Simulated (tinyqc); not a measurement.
Two-step dopant diffusion (predeposition and drive-in) with a constant diffusivity: one step, computed by the program tinyqc. Command: `OMP_NUM_THREADS=1 python tinyqc.py 3002339 3002340 out.jsonl dopdiff walk`. One thread of a shared host (Intel(R) Xeon(R) Processor @ 2.30GHz), about 0.06 s of CPU time with the checks.

Fick diffusion into a half space x > 0 whose background doping C_B is of the opposite type, so that a junction lies where C = C_B.

Question. Drive-in as a Gaussian. With a sealed surface and a thin source, C = Q/sqrt(pi (Dt)2) exp(-x^2/(4 (Dt)2)); x_j = 2 sqrt((Dt)2 ln(C(0)/C_B)); gradient at the junction |dC/dx| = C_B x_j/(2 (Dt)2).

Inputs (values chosen for the exercise, modelled on gallium in silicon):
```
quantity                        value    unit
surface concentration C_s     8.7e+18  1/cm^3
background doping C_B         7.5e+16  1/cm^3
predeposition temperature T1     1025       C
drive-in temperature T2          1200       C
stand-by temperature              700       C
```

dose Q = 7.848117e+13 1/cm^2

drive-in budget (Dt)2 = 5.901423e-09 cm^2

Give: surface concentration C(0) (Gaussian); junction depth x_j; gradient at the junction.

Answer.

surface concentration C(0) (Gaussian) = 5.764e+17 1/cm^3

junction depth x_j = 2.194 um

gradient at the junction = 1.394e+21 1/cm^4

Caution: C_s exceeds the intrinsic carrier density of silicon at the predeposition temperature (2e18 to 1e19 per cm^3), where real diffusivities rise with concentration and profiles turn box-like.
